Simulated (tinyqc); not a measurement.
# Polarisation charge from two barrier thicknesses

Inverse problem. VT = phiB - dEc - q sigma d/(eps0 eps_r). Find sigma, phiB - dEc and the thickness at which VT = 0.

Values chosen for this exercise: relative permittivity of barrier and channel eps_r = 9.6.

Constants: q = 1.602176634e-19 C, eps0 = 8.8541878128e-14 F/cm where lengths are in cm. Results are converted to the units shown.

VT for d = 25 and 35 nm (V): [-2.8641465, -4.3456852]

Solution. VT is linear in d.

sigma = 7.860e12 cm^-2
phiB - dEc = 0.8397 V
thickness for VT = 0 = 5.668 nm

Computed by the program tinyqc: `OMP_NUM_THREADS=1 python tinyqc.py 2570131 2570132 out.jsonl`, one thread of a shared Intel Xeon 2.30GHz, about 0.01 s for the whole run.
